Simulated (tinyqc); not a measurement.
Inside a calculation. Method: Pariser-Parr-Pople SCF with singles CI, for the molecule c1ccc2ccccc2c1 (SMILES; centres numbered as the heavy atoms are written). One step of it, computed by the program tinyqc.

Problem. Iteration 2: Fock matrix. F_rr = H_rr + P_rr gamma_rr / 2 + sum_(s != r) P_ss gamma_rs; F_rs = H_rs - P_rs gamma_rs / 2; E = tr P (H + F) / 2 + core repulsion sum_(r<s) z_r z_s gamma_rs.

P after iteration 1, order 1C, 2C, 3C, 4C, 5C, 6C, 7C, 8C, 9C, 10C:
```
[[0.924852, 0.553593, 0.062736, -0.242431, 0.033574, 0.147307, -0.006186, -0.160755, -0.001353, 0.733315],
 [0.553593, 0.924852, 0.733315, -0.001353, -0.160755, -0.006186, 0.147307, 0.033574, -0.242431, 0.062736],
 [0.062736, 0.733315, 0.997571, 0.531807, -0.071391, -0.160755, 0.033574, 0.121710, -0.056955, -0.284576],
 [-0.242431, -0.001353, 0.531807, 1.155153, 0.531807, -0.001353, -0.242431, -0.056955, 0.461965, -0.056955],
 [0.033574, -0.160755, -0.071391, 0.531807, 0.997571, 0.733315, 0.062736, -0.284576, -0.056955, 0.121710],
 [0.147307, -0.006186, -0.160755, -0.001353, 0.733315, 0.924852, 0.553593, 0.062736, -0.242431, 0.033574],
 [-0.006186, 0.147307, 0.033574, -0.242431, 0.062736, 0.553593, 0.924852, 0.733315, -0.001353, -0.160755],
 [-0.160755, 0.033574, 0.121710, -0.056955, -0.284576, 0.062736, 0.733315, 0.997571, 0.531807, -0.071391],
 [-0.001353, -0.242431, -0.056955, 0.461965, -0.056955, -0.242431, -0.001353, 0.531807, 1.155153, 0.531807],
 [0.733315, 0.062736, -0.284576, -0.056955, 0.121710, 0.033574, -0.160755, -0.071391, 0.531807, 0.997571]]
```

core matrix H (eV), order 1C, 2C, 3C, 4C, 5C, 6C, 7C, 8C, 9C, 10C:
```
[[-43.228564, -2.470000, 0.000000, 0.000000, 0.000000, 0.000000, 0.000000, 0.000000, 0.000000, -2.470000],
 [-2.470000, -43.228564, -2.470000, 0.000000, 0.000000, 0.000000, 0.000000, 0.000000, 0.000000, 0.000000],
 [0.000000, -2.470000, -45.370102, -2.470000, 0.000000, 0.000000, 0.000000, 0.000000, 0.000000, 0.000000],
 [0.000000, 0.000000, -2.470000, -49.722169, -2.470000, 0.000000, 0.000000, 0.000000, -2.470000, 0.000000],
 [0.000000, 0.000000, 0.000000, -2.470000, -45.370102, -2.470000, 0.000000, 0.000000, 0.000000, 0.000000],
 [0.000000, 0.000000, 0.000000, 0.000000, -2.470000, -43.228564, -2.470000, 0.000000, 0.000000, 0.000000],
 [0.000000, 0.000000, 0.000000, 0.000000, 0.000000, -2.470000, -43.228564, -2.470000, 0.000000, 0.000000],
 [0.000000, 0.000000, 0.000000, 0.000000, 0.000000, 0.000000, -2.470000, -45.370102, -2.470000, 0.000000],
 [0.000000, 0.000000, 0.000000, -2.470000, 0.000000, 0.000000, 0.000000, -2.470000, -49.722169, -2.470000],
 [-2.470000, 0.000000, 0.000000, 0.000000, 0.000000, 0.000000, 0.000000, 0.000000, -2.470000, -45.370102]]
```

repulsion gamma_rs (eV), order 1C, 2C, 3C, 4C, 5C, 6C, 7C, 8C, 9C, 10C:
```
[[11.130000, 5.345539, 3.871994, 3.517359, 2.621214, 2.270597, 2.343780, 2.881359, 3.872154, 5.344569],
 [5.345539, 11.130000, 5.344569, 3.872154, 2.881359, 2.343780, 2.270597, 2.621214, 3.517359, 3.871994],
 [3.871994, 5.344569, 11.130000, 5.346287, 3.873196, 2.881359, 2.621214, 2.881514, 3.872515, 3.517455],
 [3.517359, 3.872154, 5.346287, 11.130000, 5.346287, 3.872154, 3.517359, 3.872515, 5.345539, 3.872515],
 [2.621214, 2.881359, 3.873196, 5.346287, 11.130000, 5.344569, 3.871994, 3.517455, 3.872515, 2.881514],
 [2.270597, 2.343780, 2.881359, 3.872154, 5.344569, 11.130000, 5.345539, 3.871994, 3.517359, 2.621214],
 [2.343780, 2.270597, 2.621214, 3.517359, 3.871994, 5.345539, 11.130000, 5.344569, 3.872154, 2.881359],
 [2.881359, 2.621214, 2.881514, 3.872515, 3.517455, 3.871994, 5.344569, 11.130000, 5.346287, 3.873196],
 [3.872154, 3.517359, 3.872515, 5.345539, 3.872515, 3.517359, 3.872154, 5.346287, 11.130000, 5.346287],
 [5.344569, 3.871994, 3.517455, 3.872515, 2.881514, 2.621214, 2.881359, 3.873196, 5.346287, 11.130000]]
```

Centres (angstrom, eV; a flat drawing with bonds scaled to 1.40 angstrom):
```
centre          x          y  core charge z          W   gamma_rr
1C       2.425000  -0.700000              1  11.160000  11.130000
2C       2.425000   0.700000              1  11.160000  11.130000
3C       1.212000   1.400000              1  11.160000  11.130000
4C       0.000000   0.700000              1  11.160000  11.130000
5C      -1.212000   1.400000              1  11.160000  11.130000
6C      -2.425000   0.700000              1  11.160000  11.130000
7C      -2.425000  -0.700000              1  11.160000  11.130000
8C      -1.212000  -1.400000              1  11.160000  11.130000
9C       0.000000  -0.700000              1  11.160000  11.130000
10C      1.212000  -1.400000              1  11.160000  11.130000
```

Give: F; pi energy.

Solution.

F (eV), order 1C, 2C, 3C, 4C, 5C, 6C, 7C, 8C, 9C, 10C:
```
[[-5.6509, -3.9496, -0.1215, 0.4264, -0.0440, -0.1672, 0.0072, 0.2316, 0.0026, -4.4296],
 [-3.9496, -5.6509, -4.4296, 0.0026, 0.2316, 0.0072, -0.1672, -0.0440, 0.4264, -0.1215],
 [-0.1215, -4.4296, -5.3092, -3.8916, 0.1383, 0.2316, -0.0440, -0.1754, 0.1103, 0.5005],
 [0.4264, 0.0026, -3.8916, -5.0576, -3.8916, 0.0026, 0.4264, 0.1103, -3.7047, 0.1103],
 [-0.0440, 0.2316, 0.1383, -3.8916, -5.3092, -4.4296, -0.1215, 0.5005, 0.1103, -0.1754],
 [-0.1672, 0.0072, 0.2316, 0.0026, -4.4296, -5.6509, -3.9496, -0.1215, 0.4264, -0.0440],
 [0.0072, -0.1672, -0.0440, 0.4264, -0.1215, -3.9496, -5.6509, -4.4296, 0.0026, 0.2316],
 [0.2316, -0.0440, -0.1754, 0.1103, 0.5005, -0.1215, -4.4296, -5.3092, -3.8916, 0.1383],
 [0.0026, 0.4264, 0.1103, -3.7047, 0.1103, 0.4264, 0.0026, -3.8916, -5.0576, -3.8916],
 [-4.4296, -0.1215, 0.5005, 0.1103, -0.1754, -0.0440, 0.2316, 0.1383, -3.8916, -5.3092]]
```

pi energy = -128.4364 eV
